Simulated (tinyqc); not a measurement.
Critical temperature from a phonon spectrum: McMillan, Allen-Dynes and the linearised Eliashberg equation: one step, computed by the program tinyqc.

alpha^2 F(omega) = sum_i (lambda_i omega_i/2) delta(omega - omega_i), so that lambda = 2 int alpha^2 F/omega d omega = sum_i lambda_i.

Task: McMillan and Allen-Dynes. McMillan form: k_B T_c = (omega_log/1.2) exp[-1.04 (1 + lambda)/(lambda - mu* (1 + 0.62 lambda))]. Allen-Dynes multiplies it by f1 f2: f1 = [1 + (lambda/L1)^(3/2)]^(1/3), L1 = 2.46 (1 + 3.8 mu*); f2 = 1 + (omega_rms/omega_log - 1) lambda^2/(lambda^2 + L2^2), L2 = 1.82 (1 + 6.3 mu*) omega_rms/omega_log.

Inputs (values chosen for the exercise, for a model metal): Coulomb pseudopotential mu* = 0.08.

Peaks in alpha^2 F: two.

lambda = 1.967

omega_rms = 89.48905 meV

omega_log = 71.99080 meV

Constants: k_B = 8.617333262e-05 eV/K.

Give: T_c, McMillan form; f1; f2; T_c, Allen-Dynes.

Result:

T_c, McMillan form = 124.12 K

f1 = 1.1396

f2 = 1.0609

T_c, Allen-Dynes = 150.06 K

The two corrections raise T_c by 20.9 %. Caution: for lambda above about 1.5 the plain McMillan form saturates and falls short. Caution: a phonon-mediated T_c this high is known only in hydrides under high pressure.
